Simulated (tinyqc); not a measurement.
Thermal resistances of a two-die stack.

Question. Heat leaves through the lower die only, and the system is linear. Find the resistance R1 from the lower die to the coolant, R2 between the dies, and the rise of the upper die when both are powered.

Parameters, values chosen for the exercise: power of the lower die P1 = 15 W; power of the upper die P2 = 8.7 W.

rises of the lower and upper die with only the lower one powered (K): [12.3, 12.3]
rises of the lower and upper die with only the upper one powered (K): [7.134, 10.527000]

Solution. With only the lower die powered no heat crosses R2, so both dies rise by P1 R1; the difference in the second test is P2 R2; rises add.

R1 = 0.820 K/W
R2 = 0.390 K/W
rise of the upper die = 22.8 K

Program tinyqc, `OMP_NUM_THREADS=1 python tinyqc.py 2162226 2162227 out.jsonl`; Intel Xeon 2.30GHz, shared host, one thread, about 0.02 s.
